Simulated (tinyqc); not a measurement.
Capacitance of parallel on-chip lines from Laplace's equation on a mesh: two steps of the calculation.

Cross-section of an endless row of equal lines between two grounded planes; neighbours are driven in antiphase (+1 V and -1 V), so the plane midway between two lines is at 0 V. By symmetry one quarter is solved: x runs from the centre of a line (column 0, mirror) to that midplane (column 5, 0 V), y from the mid-height of the line (row 0, mirror) to the ground plane (row 5, 0 V). The line fills columns 0 to 2 and rows 0 to 2 at 1 V. Cells beside the line (below row 2) have e2, cells above have e1. Each link between nodes has the conductance g = mean permittivity of the two cells beside it (a cell beyond a mirror counts as 0), and the free nodes obey sum g (V_neighbour - V) = 0.

Values chosen for this exercise:

| symbol | value | unit | meaning |
|---|---|---|---|
| e1 | 3.9 |  | relative permittivity above and below the lines |
| e2 | 2.7 |  | relative permittivity between the lines |
| om | 1.2 |  | over-relaxation factor |

Question 1. Link conductances. gx[j, i] joins node (row j, column i) to column i + 1, gy[j, i] to row j + 1.

Wanted: gx; gy.

Answer 1.

gx:
```
       col 0  col 1  col 2  col 3  col 4
row 0  1.350  1.350  1.350  1.350  1.350
row 1  2.700  2.700  2.700  2.700  2.700
row 2  3.300  3.300  3.300  3.300  3.300
row 3  3.900  3.900  3.900  3.900  3.900
row 4  3.900  3.900  3.900  3.900  3.900
row 5  1.950  1.950  1.950  1.950  1.950
```

gy:
```
       col 0  col 1  col 2  col 3  col 4  col 5
row 0  1.350  2.700  2.700  2.700  2.700  1.350
row 1  1.350  2.700  2.700  2.700  2.700  1.350
row 2  1.950  3.900  3.900  3.900  3.900  1.950
row 3  1.950  3.900  3.900  3.900  3.900  1.950
row 4  1.950  3.900  3.900  3.900  3.900  1.950
```

Question 2. Relaxation sweep. One sweep visits the free nodes row by row from row 0, left to right, and replaces V by V + om (weighted mean of the neighbours - V), using new values at once.

V after sweep 1 (V):
```
           col 0      col 1      col 2      col 3      col 4      col 5
row 0  1.0000000  1.0000000  1.0000000  0.3000000  0.0900000  0.0000000
row 1  1.0000000  1.0000000  1.0000000  0.3900000  0.1440000  0.0000000
row 2  1.0000000  1.0000000  1.0000000  0.3957273  0.1540636  0.0000000
row 3  0.3000000  0.3900000  0.4170000  0.2438182  0.1193645  0.0000000
row 4  0.0900000  0.1440000  0.1683000  0.1236355  0.0729000  0.0000000
row 5  0.0000000  0.0000000  0.0000000  0.0000000  0.0000000  0.0000000
```

gx:
```
       col 0  col 1  col 2  col 3  col 4
row 0   1.35   1.35   1.35   1.35   1.35
row 1    2.7    2.7    2.7    2.7    2.7
row 2    3.3    3.3    3.3    3.3    3.3
row 3    3.9    3.9    3.9    3.9    3.9
row 4    3.9    3.9    3.9    3.9    3.9
row 5   1.95   1.95   1.95   1.95   1.95
```

gy:
```
       col 0  col 1  col 2  col 3  col 4  col 5
row 0   1.35    2.7    2.7    2.7    2.7   1.35
row 1   1.35    2.7    2.7    2.7    2.7   1.35
row 2   1.95    3.9    3.9    3.9    3.9   1.95
row 3   1.95    3.9    3.9    3.9    3.9   1.95
row 4   1.95    3.9    3.9    3.9    3.9   1.95
```

Find: V after sweep 2.

Answer 2.

V after sweep 2 (V):
```
       col 0  col 1  col 2  col 3  col 4  col 5
row 0  1.000  1.000  1.000  0.501  0.219  0.000
row 1  1.000  1.000  1.000  0.534  0.243  0.000
row 2  1.000  1.000  1.000  0.485  0.217  0.000
row 3  0.501  0.541  0.502  0.320  0.159  0.000
row 4  0.219  0.249  0.229  0.162  0.082  0.000
row 5  0.000  0.000  0.000  0.000  0.000  0.000
```

Computed by the program tinyqc: `OMP_NUM_THREADS=1 python tinyqc.py 2790174 2790175 out.jsonl`, one thread of a shared Intel Xeon 2.30GHz, about 1 s for the whole run.
